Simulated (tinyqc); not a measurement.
Inside a calculation. Method: Hueckel theory of the pi electrons, for the molecule Oc1ccc2cccccc1-2 (SMILES; centres numbered as the heavy atoms are written). One step of it, computed by the program tinyqc.

Problem. Energy, charges, bond orders. E = sum n x; q_r = z_r - P_rr; bond order p = P_rs; free valence = sqrt(3) - sum of p over the bonds of the atom.

x values: 2.545319  2.083047  1.591581  1.320721  0.859953  0.360211  -0.401451  -0.758591  -1.612693  -1.880673  -2.107423

occupations: 2.000000  2.000000  2.000000  2.000000  2.000000  2.000000  0.000000  0.000000  0.000000  0.000000  0.000000

charge and bond-order matrix P:
```
            1O         2C         3C         4C         5C         6C         7C         8C
1O    1.952605   0.202895  -0.143975   0.029266   0.056480   0.026022  -0.062102   0.001503
2C    0.202895   1.111418   0.650138  -0.182532  -0.226072  -0.072083   0.189663   0.011842
3C   -0.143975   0.650138   1.085230   0.641973  -0.095986  -0.223674   0.039038   0.176237
4C    0.029266  -0.182532   0.641973   1.171776   0.603206   0.015135  -0.237100   0.019705
5C    0.056480  -0.226072  -0.095986   0.603206   1.041578   0.589780  -0.004198  -0.215812
6C    0.026022  -0.072083  -0.223674   0.015135   0.589780   0.855797   0.660665   0.142177
7C   -0.062102   0.189663   0.039038  -0.237100  -0.004198   0.660665   1.002172   0.638153
8C    0.001503   0.011842   0.176237   0.019705  -0.215812   0.142177   0.638153   0.869521
9C    0.074583  -0.230146  -0.007491   0.197525  -0.051843  -0.238324   0.009526   0.639538
10C  -0.036454   0.030383  -0.208857  -0.079038   0.165063  -0.184493  -0.236939   0.144423
11C  -0.123185   0.586614  -0.041165  -0.241319   0.382800   0.166447  -0.049597  -0.217922

            9C        10C        11C
1O    0.074583  -0.036454  -0.123185
2C   -0.230146   0.030383   0.586614
3C   -0.007491  -0.208857  -0.041165
4C    0.197525  -0.079038  -0.241319
5C   -0.051843   0.165063   0.382800
6C   -0.238324  -0.184493   0.166447
7C    0.009526  -0.236939  -0.049597
8C    0.639538   0.144423  -0.217922
9C    1.004418   0.658555  -0.009950
10C   0.658555   0.850045   0.594489
11C  -0.009950   0.594489   1.055441
```

Centres:

| centre | z_r, pi electrons of the neutral centre | h |
|---|---|---|
| 1O | 2 | 2.000000 |
| 2C | 1 | 0.000000 |
| 3C | 1 | 0.000000 |
| 4C | 1 | 0.000000 |
| 5C | 1 | 0.000000 |
| 6C | 1 | 0.000000 |
| 7C | 1 | 0.000000 |
| 8C | 1 | 0.000000 |
| 9C | 1 | 0.000000 |
| 10C | 1 | 0.000000 |
| 11C | 1 | 0.000000 |

Bonds:

| i | j | k |
|---|---|---|
| 1 | 2 | 0.800000 |
| 2 | 3 | 1 |
| 3 | 4 | 1 |
| 4 | 5 | 1 |
| 5 | 6 | 1 |
| 6 | 7 | 1 |
| 7 | 8 | 1 |
| 8 | 9 | 1 |
| 9 | 10 | 1 |
| 10 | 11 | 1 |
| 11 | 2 | 1 |
| 11 | 5 | 1 |

Give: pi energy = 12 alpha + this times beta; pi charges; Bond orders and lengths from R = 1.517 - 0.180 p; free valence of the carbons; gap between the highest filled and the next level.

Solution.

pi energy = 12 alpha + this times beta = 17.5217

pi charges: 1O 0.0474, 2C -0.1114, 3C -0.0852, 4C -0.1718, 5C -0.0416, 6C 0.1442, 7C -0.0022, 8C 0.1305, 9C -0.0044, 10C 0.1500, 11C -0.0554

Bond orders and lengths from R = 1.517 - 0.180 p (angstrom, C-C alone):

| bond | p | R |
|---|---|---|
| 1-2 | 0.2029 | - |
| 2-3 | 0.6501 | 1.4000 |
| 3-4 | 0.6420 | 1.4014 |
| 4-5 | 0.6032 | 1.4084 |
| 5-6 | 0.5898 | 1.4108 |
| 6-7 | 0.6607 | 1.3981 |
| 7-8 | 0.6382 | 1.4021 |
| 8-9 | 0.6395 | 1.4019 |
| 9-10 | 0.6586 | 1.3985 |
| 10-11 | 0.5945 | 1.4100 |
| 11-2 | 0.5866 | 1.4114 |
| 11-5 | 0.3828 | 1.4481 |

free valence of the carbons: 2C 0.2924, 3C 0.4399, 4C 0.4869, 5C 0.1563, 6C 0.4816, 7C 0.4332, 8C 0.4544, 9C 0.4340, 10C 0.4790, 11C 0.1681

gap between the highest filled and the next level = 0.7617 |beta|
